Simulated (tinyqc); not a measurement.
Precursor delivery and alloy composition in metal-organic vapour-phase epitaxy. Inputs raised by 5 %, one at a time. Computed by tinyqc, a small Python program. Command: `OMP_NUM_THREADS=1 python tinyqc.py 3027655 3027656 out.jsonl movpe sens`. One thread of a shared host (Intel(R) Xeon(R) Processor @ 2.30GHz), about 0.01 s of CPU time with the checks.

Carrier gas leaves each bubbler saturated. Group-III species cross a boundary layer and react at the surface; element 2 can also desorb. The film is (1)_(1-x) (2)_x V with a zinc-blende cell.

Inputs (values chosen for the exercise, close to those used for AlGaAs from TMAl and TMGa):

| quantity | value | unit |
|---|---|---|
| source 1: a in log10(p/torr) = a - b/T | 8.22 | - |
| source 1: b | 2134 | K |
| source 1: bath temperature | 22 | C |
| source 1: carrier flow | 49 | sccm |
| source 2: a | 8.07 | - |
| source 2: b | 1703 | K |
| source 2: bath temperature | 1 | C |
| source 2: carrier flow | 7.4 | sccm |
| bubbler pressure p_b | 400 | torr |
| group-V hydride flow | 100 | sccm |
| total flow | 17 | slm |
| reactor pressure p | 200 | torr |
| diffusivity D0 at 273.15 K and 760 torr | 0.41 | cm^2/s |
| boundary layer delta | 0.94 | cm |
| prefactor of the surface rate k_s | 2.6e+13 | cm/s |
| energy of k_s | 1.99 | eV |
| prefactor of the loss of element 2 | 3.3e+17 | layers/s |
| energy of the loss | 3.58 | eV |
| lattice constant a | 5.655 | angstrom |
| growth temperature T | 750 | C |

Constants: k_B = 1.380649e-23 J/K; k_B = 8.617333262e-05 eV/K.

Method:
- Temperatures in kelvin are T(C) + 273.15.
- Vapour pressure p_v = 10^(a - b/T); precursor flow = carrier flow x p_v/(p_b - p_v); 1 sccm = 44.615 micromol/min; V/III = hydride flow over the sum of both; gas share x_g = F2/(F1 + F2).
- Partial pressure p_i = p F_i/(44615 x total flow in slm); density n_i = p_i/(k_B T), 1 torr = 133.322 Pa; D = D0 (T/273.15)^1.75 (760/p), h = D/delta, the same for both; k_s = prefactor x exp(-energy/(k_B T)); arrival J_i = n_i/(1/h + 1/k_s); in layers per second g_i = J_i a^2/2 (two group-III sites per a^2 on (001)).
- Loss of element 2 is r x with r = prefactor x exp(-energy/(k_B T)). Then x = (g2 - r x)/(g1 + g2 - r x), or r x^2 - (g1 + g2 + r) x + g2 = 0, smaller root; growth rate G = g1/(1 - x) layers/s; one layer is a/2 thick, 1 angstrom/s = 0.36 um/h.
- Distribution coefficient = [x/(1 - x)]/[x_g/(1 - x_g)], x_g = g2/(g1 + g2).

Runs:

| input moved | from | to | solid share x | growth rate G (um/h) | distribution coefficient | V/III ratio |
|---|---|---|---|---|---|---|
| base run | - | - | 0.54780 | 8.1600 | 0.91276 | 35.036 |
| source 1: carrier flow (sccm) | 49 | 51.45 | 0.53620 | 8.3535 | 0.91461 | 34.299 |
| source 2: carrier flow (sccm) | 7.4 | 7.77 | 0.56046 | 8.3950 | 0.91500 | 34.064 |
| bubbler pressure p_b (torr) | 400 | 420 | 0.54423 | 7.7013 | 0.90804 | 37.025 |
| total flow (slm) | 17 | 17.85 | 0.54667 | 7.7519 | 0.90859 | 35.036 |
| prefactor of the surface rate k_s (cm/s) | 2.6e+13 | 2.73e+13 | 0.54781 | 8.1616 | 0.91278 | 35.036 |

Exponents ln(y'/y) / ln(x'/x):

| input | solid share x | growth rate G | distribution coefficient | V/III ratio |
|---|---|---|---|---|
| source 1: carrier flow | -0.439 | 0.480 | 0.041 | -0.436 |
| source 2: carrier flow | 0.468 | 0.582 | 0.050 | -0.576 |
| bubbler pressure p_b | -0.134 | -1.186 | -0.106 | 1.132 |
| total flow | -0.043 | -1.051 | -0.094 | 0.000 |
| prefactor of the surface rate k_s | 0.000 | 0.004 | 0.000 | 0.000 |

To which inputs is each result most sensitive?

Among the inputs moved here: solid share x answers most in size to source 2: carrier flow (exponent +0.468), next to source 1: carrier flow (-0.439); its exponent is below 0.0005 for prefactor of the surface rate k_s. Growth rate G answers most in size to bubbler pressure p_b (exponent -1.186), next to total flow (-1.051). Its exponent +0.004 in prefactor of the surface rate k_s: transport control. Distribution coefficient answers most in size to bubbler pressure p_b (exponent -0.106), next to total flow (-0.094); its exponent is below 0.0005 for prefactor of the surface rate k_s. V/III ratio answers most in size to bubbler pressure p_b (exponent +1.132), next to source 2: carrier flow (-0.576); its exponent is below 0.0005 for total flow, prefactor of the surface rate k_s.

Caution (all rows): trimethylaluminium is largely a dimer in the vapour, which would double its metal flow; it is counted as a monomer here. Caution (all rows): the lattice constant is held fixed as x changes, delta does not respond to the flow, both precursors share one D and k_s, and gas-phase side reactions are left out.
